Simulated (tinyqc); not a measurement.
# Planar ballistic transistor, top-of-the-barrier model, step by step

Numbers from tinyqc (`OMP_NUM_THREADS=1 python tinyqc.py 2400044 2400045 out.jsonl`; about 0.01 s on one thread of a shared Intel Xeon 2.30GHz). Printed values are rounded.

At the top of the source barrier, states moving towards the drain are filled by the source (Fermi level 0) and states moving back by the drain (Fermi level -q Vd); nothing scatters. U is the shift of the band edge there, set by the capacitances CG, CD and CS (the total) and by the charge. Parabolic two-dimensional band; the source is grounded.

Inputs (values chosen for the exercise); mass and valleys close to those of gallium arsenide:
```
symbol   value  unit                                                                 meaning
T          400     K                                                             temperature
m       0.0694    m0                                                          effective mass
gv           1                                                             valley degeneracy
eox         22                                   relative permittivity of the gate insulator
tox        3.3    nm                                                     insulator thickness
aG         0.9                                                            gate control CG/CS
aD       0.014                                                           drain control CD/CS
E0         0.3    eV  band edge at the barrier top above the source Fermi level at zero bias
Vg         0.3     V                                                            gate voltage
Vd        0.05     V                                                           drain voltage
```

Constants: q = 1.602176634e-19 C, kB = 1.380649e-23 J/K, hbar = 1.054571817e-34 J s, m0 = 9.1093837015e-31 kg, Vt = kB T/q, eps0 = 8.8541878128e-14 F/cm where lengths are in cm. Results are converted to the units shown.

## Density of states, capacitances and charge at zero bias

N0 = gv m kB T/(pi hbar^2), CG = eps0 eox/tox, vT = sqrt(2 kB T/(pi m)), CS = CG/aG, n0 = n at U = 0 and Vd = 0. eta1 = -(E0 + U)/Vt, eta2 = eta1 - Vd/Vt, n = (N0/2)[F_0(eta1) + F_0(eta2)], F_0(x) = ln(1 + exp x). UL = -(aG Vg + aD Vd).

N0 = 9.99285e11 cm^-2
CG = 5.90279 uF/cm^2
CS = 6.55866 uF/cm^2
n0 = 1.65890e8 cm^-2
UL = -0.2707 eV

## Iteration 1: self-consistent potential at the barrier top

U at the start (U = UL) = -0.2707 eV

eta1 = -(E0 + U)/Vt, eta2 = eta1 - Vd/Vt, n = (N0/2)[F_0(eta1) + F_0(eta2)], F_0(x) = ln(1 + exp x). U(out) = UL + q (n - n0)/CS. U(new) = U(out).

eta1 = -0.850031
eta2 = -2.30060
n = 2.25512e11 cm^-2
U(out) = -0.265195 eV
U after iteration 1 = -0.265195 eV

## Iteration 2: self-consistent potential at the barrier top

As before.

eta1 = -1.00973
eta2 = -2.46030
n = 1.96165e11 cm^-2
U(out) = -0.265912 eV
U after iteration 2 = -0.265912 eV

## Course of the iteration: self-consistent potential at the barrier top

Stop when U changes by less than 1e-9 eV, or after 90 iterations.

Course of the iteration:
```
iteration     U (eV)  |change| (eV)
1          -0.265195        5.50e-3
2          -0.265912        7.17e-4
3          -0.265824        8.85e-5
4          -0.265835        1.10e-5
5          -0.265833        1.37e-6
6          -0.265833        1.70e-7
7          -0.265833        2.11e-8
8          -0.265833        2.62e-9
9          -0.265833       3.25e-10
```

Converged in 9 iterations. At the end each change is about 0.12 times the one before, with alternating sign: linear convergence.

## Current, mean velocity and share of the gate voltage

converged U = -0.265833 eV

N0 = gv m kB T/(pi hbar^2), CG = eps0 eox/tox, vT = sqrt(2 kB T/(pi m)), CS = CG/aG, n0 = n at U = 0 and Vd = 0. eta1 = -(E0 + U)/Vt, eta2 = eta1 - Vd/Vt, n = (N0/2)[F_0(eta1) + F_0(eta2)], F_0(x) = ln(1 + exp x). I = q (N0/2) vT [F_(1/2)(eta1) - F_(1/2)(eta2)] per width, F_(1/2)(x) = (2/sqrt(pi)) int_0^infinity u^(1/2)/(1 + exp(u - x)) du. Mean velocity I/(q n). CQ = (q/Vt) dn/d(eta1); the band edge follows the gate as -dU/dVg = aG/(1 + CQ/CS).

eta1 = -0.991218
n = 1.99386e11 cm^-2
I = 46.4282 uA/um
mean velocity = 1.45337e7 cm/s
CQ = 0.814496 uF/cm^2
-dU/dVg = 0.800579 eV/V

The carriers from the source are near degeneracy (eta1 = -0.991), and the mean velocity is 0.616 times vT = sqrt(2 kB T/(pi m)) = 2.36e7 cm/s. The drain fills a good part of the returning states, which lowers the mean.
